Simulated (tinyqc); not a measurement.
Comparisons within one model: free-carrier optics of a doped semiconductor (Drude model with one polar phonon). A value that a table varies takes the place of the one given here.

eps(E) = ei [1 - Ep^2/(E^2 + i E Gam)] + (es - ei) wT^2/(wT^2 - E^2 - i E gT), with Ep^2 = 8 pi c (e^2/(4 pi eps0)) N/(m ei), c = hbar^2/2m0, N in 1/angstrom^3 (1e-24 per 1/cm^3); Gam = hbar/tau, tau = mu m m0/e with m0/e = 5.685630e-12 kg/C and mu in m^2/(V s). Energies in meV.

n + i k = sqrt(eps1 + i eps2) with k >= 0; R = ((n - 1)^2 + k^2)/((n + 1)^2 + k^2) at normal incidence from vacuum; alpha = 2 E k/(hbar c), times 1e8 for 1/cm; loss function Im(-1/eps) = eps2/(eps1^2 + eps2^2).

Constants: hbar^2/2m0 = 3.80998211 eV angstrom^2; e^2/(4 pi eps0) = 14.39964547 eV angstrom; hbar = 6.58211957e-16 eV s; hbar c = 1973.269805 eV angstrom.

Values chosen for the exercise (mass and dielectric values near those of InP; N and mu are free inputs; interband absorption and the rise of the mass with filling are left out; not measured data): m = 0.0806 m0 (conductivity mass); ei = 9.68 (high-frequency dielectric constant); wT = 38.1 meV (TO phonon); es = 12.83 (static dielectric constant); N = 2.3e+18 1/cm^3 (carrier density); mu = 1600 cm^2/(V s) (mobility); gT = 0.3 meV (phonon damping); E = 75.9 meV (photon energy).

## The coupled modes against doping

L-, L+ solve E^4 - (wL^2 + Ep^2) E^2 + Ep^2 wT^2 = 0, wL = wT sqrt(es/ei); damping left out; energies in meV.

Modes:
```
N (1/cm^3)      Ep     L-      L+  Ep sqrt(ei/es)
3.0e+16       7.28   6.30   44.01            6.32
1.0e+17      13.29  11.41   44.39           11.55
3.0e+17      23.03  19.21   45.66           20.00
7.0e+17      35.17  27.25   49.18           30.55
1.0e+18      42.04  30.47   52.56           36.52
2.0e+18      59.45  34.74   65.21           51.64
4.0e+18      84.08  36.62   87.48           73.03
1.0e+19     132.94  37.56  134.86          115.47
3.0e+19     230.26  37.93  231.31          200.00
```

wL = 43.86 meV

How do the results move?

At low density L- follows Ep sqrt(ei/es) (6.30 against 6.32), a plasmon screened by the lattice, and L+ starts at wL. At the highest density L- has come within 0.17 meV of wT, since the carriers screen the field that lifts wL, and L+ is within 1.05 meV of Ep. The branches are closest, 21.93 meV, at 7e+17 1/cm^3 of those listed. The mass is held fixed, while in a real band it rises with filling.

## Reflectance across the plasma edge

Spectrum:
```
E (meV)     eps1    eps2      R  alpha (1/cm)
6.4      -310.79  454.07  0.924      1.35e+04
19.1      -74.45   41.54  0.898      1.73e+04
31.9      -15.62   10.31  0.776      1.34e+04
44.6      -17.83    4.04  0.906      1.92e+04
54.2       -6.43    2.19  0.803      1.41e+04
63.8       -1.54    1.35  0.504      8.67e+03
70.1        0.48    1.02  0.085      4.03e+03
79.7        2.63    0.69  0.064      1.71e+03
95.6        4.82    0.40  0.141           889
127.5       6.96    0.17  0.203           417
191.3       8.48    0.05  0.239           168
318.8       9.25    0.01  0.255          58.1
```

What can be read from the table?

Ep = 63.8 meV and Gam = 9.0 meV. R is 0.924 at the lowest energy and lowest, 0.064, at 79.7 meV of those listed; without damping and phonon it would vanish at Ep sqrt(ei/(ei - 1)) = 67.3 meV. At the highest energy R is 0.255, against 0.264 for ei alone. Between the last two rows alpha goes as E^-2.08, where the Drude limit far above Ep and Gam is E^-2. Inside the metallic range the phonon cuts a dip in R near L-, below wT = 38.1 meV, which the rows may miss.

## Free-carrier absorption and index change in the near infrared

At the wavelengths listed E = hc/lambda (hc = 1239.841984 eV nm). Approximate forms: alpha = ei Ep^2 Gam/(E^2 sqrt(ei) hbar c) and dn = -sqrt(ei) Ep^2/(2 E^2). The phonon term is left out here.

Free carriers:
```
lambda (micrometre)  E (meV)  alpha (1/cm)  alpha, approximate        dn  dn, approximate
1.31                   946.4          6.44                6.42  -0.00707         -0.00706
1.55                   799.9          9.02                8.99  -0.00990         -0.00988
2.00                   619.9          15.0                15.0   -0.0165          -0.0165
3.00                   413.3          34.1                33.7   -0.0372          -0.0370
5.00                   248.0          96.7                93.6    -0.104           -0.103
8.00                   155.0           262                 240    -0.274           -0.263
10.60                  117.0           498                 421    -0.499           -0.462
```

How do the results move?

At 1.55 micrometre alpha = 9.02 1/cm and dn = -0.0099; a phase shift of pi needs a length lambda/(2 |dn|) = 78.3 micrometre, over which the loss is 0.31 dB. The approximate alpha is within 5 % up to 5 micrometre of the wavelengths listed; it needs photon energies well above both Ep and Gam, which lie at 19.4 and 138.1 micrometre. Interband and intervalley absorption are left out.

## What moves the optical constants

At the energy E. Each row changes one parameter from the base and keeps the others.

Results:
```
case                 Ep (meV)  Gam (meV)       R  alpha (1/cm)
base                    63.76       8.98  0.0416      2.20e+03
N = 3.45e+18 1/cm^3     78.08       8.98  0.5189      1.00e+04
m = 0.0967 m0           58.21       7.48  0.0753      1.25e+03
mu = 960 cm^2/(V s)     63.76      14.96  0.0677      3.35e+03
ei = 10.16              62.23       8.98  0.0629      1.92e+03
E = 91.1 meV            63.76       8.98  0.1242      1.03e+03
```

How do the results move?

The largest shifts from the base row, up to three for each result and ties (the steps differ in size, so this ranks the rows, not the parameters). Ep (meV): N +14.33, m -5.55, ei -1.52; unchanged at the printed digits by mu and E. Gam (meV): mu +5.98, m -1.49; unchanged at the printed digits by N, ei and E. R: N +0.4773, E +0.0826, m +0.0337. alpha (1/cm): N +7.82e+03, E -1.17e+03, mu +1.15e+03.

Computed by tinyqc, a small Python program: `OMP_NUM_THREADS=1 python tinyqc.py 1650580 1650581 out.jsonl` (the numbers bound the seed that draws the inputs); one thread of a shared host (Intel(R) Xeon(R) Processor @ 2.30GHz), about 0.01 s for the whole set of steps.
